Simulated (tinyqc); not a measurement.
Hole doping of the spin-split valence bands: two-band massive Dirac model of the K valleys.

Basis (conduction, valence): H = [[D/2, a t (tau kx - i ky)], [a t (tau kx + i ky), -D/2 + lam tau sz]], valley tau = +/-1, spin sz = +/-1. The gap of a spin and valley is G = D - lam tau sz. Berry curvature Omega = curl of i<u|grad u>; for the conduction band Omega_c = -tau 2 a^2 t^2 G/(G^2 + 4 a^2 t^2 k^2)^(3/2), and Omega_v = -Omega_c.

Parameters, chosen for this exercise (near those used for monolayer MoS2; not measured data):
- a = 3.187 angstrom (lattice constant)
- D = 1.66 eV (gap parameter)
- t = 1.13 eV (effective hopping)
- lam = 0.07 eV (half the valence spin splitting)

The Fermi level lies E below the top of the valence band. kF for the upper and lower band of valley +1 from the two-band energy; each flavour holds kF^2/(4 pi) holes per area and both valleys count. Spin polarisation within one valley; Berry flux removed from valley +1, the sum of (1 - cos(theta_F))/2 with cos(theta_F) = G/sqrt(G^2 + 4 a^2 t^2 kF^2), in units of 2 pi.

Holes:
```
E (meV)  kF upper (1/angstrom)  kF lower  p (1e12/cm^2)  spin polarisation in a valley  flux/2 pi
17.5                    0.0466    0.0000           3.45                          1.000     0.0108
35.0                    0.0662    0.0000           6.98                          1.000     0.0211
70.0                    0.0947    0.0000          14.26                          1.000     0.0405
105.0                   0.1171    0.0000          21.84                          1.000     0.0583
133.0                   0.1329    0.0000          28.12                          1.000     0.0717
154.0                   0.1439    0.0434          35.95                          0.833     0.0891
210.0                   0.1707    0.0986          61.85                          0.500     0.1419
280.0                   0.2009    0.1421          96.38                          0.333     0.1999
```

What does the comparison show?

Up to E = 2 lam = 140 meV, a density of 29.7e12/cm^2, only the upper band of this model is emptied and each valley is fully spin-polarised, oppositely in the two. Beyond it the polarisation falls, to 0.33 in the last row. The flux, times e^2/h, is in size the change of the Hall conductivity of one valley; the other valley cancels it in the charge current. Rows with kF above about 0.2 1/angstrom lie beyond the range of the model, and in real layers the valley at Gamma, close below in MoS2 and WS2, can take holes as well.

Program tinyqc; command `OMP_NUM_THREADS=1 python tinyqc.py 1482783 1482784 out.jsonl`; about 0.01 s on one thread of a shared Intel(R) Xeon(R) Processor @ 2.30GHz.
